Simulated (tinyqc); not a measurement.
Worked calculation: band offset of a heterojunction with an interface dipole (two-band chains, self-consistent charge). Values are carried at full precision from step to step, so a last printed digit may differ when a step is redone from the rounded ones.

Sites alternate A, C. Left: A at -G1/2, C at +G1/2, hopping -t1; right: A at D - G2/2, C at D + G2/2, hopping -t2; the bonds across the two interfaces of a ring (C left to A right, C right to A left) have -sqrt(t1 t2). D is the offset of the mid-gaps, so Ev(right) - Ev(left) = D - (G2 - G1)/2 and Ec(right) - Ec(left) = D + (G2 - G1)/2. The closing bond has its sign reversed (antiperiodic ring). Half the levels are filled with two electrons each. The charge moved is q = (electrons on the left) less one a site; the mean over the two interfaces, q/2, is taken as the charge that crosses each, and its dipole opposes the offset: D = D0 - u q/2.

Values chosen for the exercise (gaps near those of Si and Ge; the chains and D0 are free models, so the offsets are not those of the real pair; shifted at random, so the results belong to these values and not to a real crystal):
```
symbol  value  unit  meaning
G1      1.09   eV    gap on the left
G2      0.67   eV    gap on the right
t1      2.22   eV    hopping on the left
t2      1.8    eV    hopping on the right
D0      -0.36  eV    mid-gap of the right side above that of the left, without dipole
n       2            cells a side in the small ring
u       6.3    eV    potential step per electron moved across
```

## The small ring at D = D0

Fill in H.

H (eV), rows AL1, CL1, AL2, CL2, AR1, CR1, AR2, CR2 and columns alike:
```
[[-0.5450, -2.2200, 0, 0, 0, 0, 0, 1.9990],
 [-2.2200, 0.5450, -2.2200, 0, 0, 0, 0, 0],
 [0, -2.2200, -0.5450, -2.2200, 0, 0, 0, 0],
 [0, 0, -2.2200, 0.5450, -1.9990, 0, 0, 0],
 [0, 0, 0, -1.9990, -0.6950, -1.8000, 0, 0],
 [0, 0, 0, 0, -1.8000, -0.0250, -1.8000, 0],
 [0, 0, 0, 0, 0, -1.8000, -0.6950, -1.8000],
 [1.9990, 0, 0, 0, 0, 0, -1.8000, -0.0250]]
```

## Levels and site charges

Diagonalise, fill the lower half with two electrons each, and sum the electrons on the left (L) less one a site.

levels (eV): [-4.0625, -3.7745, -1.8170, -1.7444, 1.2449, 1.5079, 3.2335, 3.9719]

electrons on the sites: AL1 1.1683, CL1 0.7700, AL2 1.1860, CL2 0.7600, AR1 1.2189, CR1 0.8436, AR2 1.2025, CR2 0.8507

q = -0.1157 electrons

Electrons move to the right, the side whose mid-gap lies lower.

## Linear response

From here on the ring has 24 cells a side.

chi = (q(+h) - q(-h))/(2h) at D = 0 with h = 0.01 eV; S = 1/(1 + u chi/2); linear estimate D = S D0.

chi = 0.60862 1/eV
S = 0.3428
linear estimate of D = -0.1234 eV

The self-consistent value is -0.1232 eV, +0.2 meV from the estimate. At D = 0 no net charge crosses: the mid-gaps are the neutrality levels of these symmetric chains.

## The line-up

D = -0.1232 eV

Ev(right) - Ev(left) = D - (G2 - G1)/2 and Ec(right) - Ec(left) = D + (G2 - G1)/2, for D0, for the self-consistent D and for D = 0. Type I: the offsets have opposite signs; type III: one valence edge lies above the other conduction edge; else type II.

Offsets (eV):
```
case                            D  valence  conduction                 type
no dipole                  -0.360   -0.150      -0.570  type II (staggered)
self-consistent            -0.123    0.087      -0.333  type I (straddling)
neutrality levels aligned   0.000    0.210      -0.210  type I (straddling)
```

The dipole changes the type of the junction.

## Checks

- q at D = 0 against zero, as particle-hole symmetry demands: both 0.000000.
- q at the self-consistent D on 24 against 48 cells a side: both -0.0752.

Run: tinyqc, `OMP_NUM_THREADS=1 python tinyqc.py 1481653 1481654 out.jsonl`; Intel(R) Xeon(R) Processor @ 2.30GHz, one thread, shared host; about 0.5 s of CPU time with all checks.
